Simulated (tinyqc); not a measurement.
Inside a calculation. Model: time-dependent dielectric breakdown: cell percolation, Weibull statistics, area scaling and voltage extrapolation. Computed by tinyqc, a small Python program that keeps every step. Command: `OMP_NUM_THREADS=1 python tinyqc.py 3022068 3022069 out.jsonl tddb walk`. One thread of a shared host (Intel(R) Xeon(R) Processor @ 2.30GHz), about 0.01 s of CPU time with the checks. Intermediate numbers are printed to about 7 digits and carried at full precision; extremes and crossings named in words are read from the listed rows.

The oxide is divided into columns of area a^2, each holding m = t_ox/a cells (m is taken as continuous). A share lambda(t) = (t/t_1)^alpha of the cells is defective, and a column whose cells are all defective breaks down.

Inputs (values chosen for the exercise, for a model gate oxide): oxide thickness t_ox = 1.8 nm; defect cell size a = 1.2 nm; exponent alpha of defect growth = 0.81; time t_1 at which the occupied share would reach 1 = 1.7e+10 s; test area A = 4 um^2; product area A_u = 300000 um^2; stress voltage V = 2.36 V; use voltage V_u = 1.6 V; local exponent n = -d ln t/d ln V at the stress voltage = 28; activation energy E_a = 0.88 eV; stress temperature T = 175 C; use temperature T_u = 100 C; allowed failure fraction F = 0.0001.

Voltage law used: power.

Constants: k_B = 8.617333262e-05 eV/K.

## Weibull parameters from the cell model

Failure fraction F = 1 - (1 - lambda^m)^N with N = A/a^2 columns, which for small lambda^m is 1 - exp(-(t/t63)^beta) with beta = alpha m and t63 = t_1 N^(-1/beta); critical share lambda(t63) = N^(-1/m). 1 um^2 = 1e6 nm^2.

cells per column m = 1.5

columns N = 2777778

Weibull slope beta = 1.215

characteristic life t63 = 84526.75 s

critical share of defective cells = 5.060596e-05

Times between F = 10 % and 90 % span a factor 12.7: the smaller beta = alpha m, the wider the scatter. Caution: t_1 is an input here; in a real oxide it changes with thickness at fixed voltage.

## A sample of breakdown times

uniform random numbers u: [0.6845, 0.8326, 0.3063, 0.4568, 0.7539, 0.5835, 0.4520, 0.8382, 0.7987]

Each device fails at t = t63 (-ln(1 - u))^(1/beta). Sort the times; median rank F_i = (i - 0.3)/(n_s + 0.4) for n_s devices; W = ln(-ln(1 - F_i)).

Weibull plot:
```
i     t (s)        F_i      ln t          W
1   36935.3  0.0744681  10.51692  -2.558941
2   55626.7  0.1808511  10.92642  -1.611994
3   56295.5  0.2872340  10.93837  -1.082929
4   75791.2  0.3936170  11.23574  -0.692660
5   95075.2  0.5000000  11.46242  -0.366513
6  111629.5  0.6063830  11.62294  -0.070018
7  124639.2  0.7127660  11.73318   0.221108
8  136325.8  0.8191489  11.82280   0.536541
9  138458.1  0.9255319  11.83832   0.954505
```

## Fitting the sample

W = ln(-ln(1 - F_i)) with the median ranks F_i. Least squares in W: W = beta ln t - beta ln t63. Maximum likelihood: solve sum t^b ln t/sum t^b - 1/b = mean of ln t for b, then t63 = (mean of t^b)^(1/b).

slope by least squares = 2.315766

t63 by least squares = 105686.8 s

slope by maximum likelihood = 2.922874

t63 by maximum likelihood = 103931.4 s

The true values are beta = 1.215 and t63 = 84500 s. With 9 devices the standard error of the maximum-likelihood slope is about 0.78 beta/sqrt(n_s) = 0.32; the fits miss by +1.10 and +1.71, and t63 by +25 and +23 %.

## Projection to use conditions

All three voltage laws share the slope n at the stress voltage. Factor t(V_u)/t(V): E law exp(n (1 - V_u/V)); 1/E law exp(n (V/V_u - 1)); power law (V/V_u)^n. Temperatures in kelvin are T(C) + 273.15. Temperature factor exp[(E_a/k_B)(1/T_u - 1/T)]; area factor (A/A_u)^(1/beta); percentile factor (-ln(1 - F))^(1/beta); life = t63 x all four; 1 year = 3.15576e7 s.

voltage factor = 53232.46

temperature factor = 97.51308

area factor = 9.718604e-05

percentile factor = 5.103132e-04

projected life = 6.895573e-04 years

Area and percentile together cost 7.3 decades, voltage and temperature return 6.7; a ten-year target is missed.

## Three voltage laws

Life = t63 x voltage, temperature, area and percentile factors, the last three as above.

Log10 of the life in years:
```
V_u/V  V_u (V)      E law   1/E law  power law
1.00     2.360  -7.887606  -7.88761  -7.887606
0.95     2.242  -7.279594  -7.24759  -7.263867
0.90     2.124  -6.671582  -6.53647  -6.606396
0.80     1.888  -5.455557  -4.84754  -5.174126
0.70     1.652  -4.239533  -2.67607  -3.550351
0.60     1.416  -3.023508   0.21922  -1.675841
0.50     1.180  -1.807483   4.27264   0.541234
0.40     0.944  -0.591459  10.35276   3.254714
```

At V_u/V = 0.9 the laws differ by 0.14 decades at most, and at 0.5 by 6.1. The E law is the most cautious and the 1/E law the most hopeful. Ten years are reached at V_u/V = 0.269 (E), 0.578 (1/E), 0.481 (power). Caution: the rows at low voltage extrapolate over many decades and cannot be tested.

Checks made by the program: Weibull form against the exact column count at t63 (relative difference 1e-07).
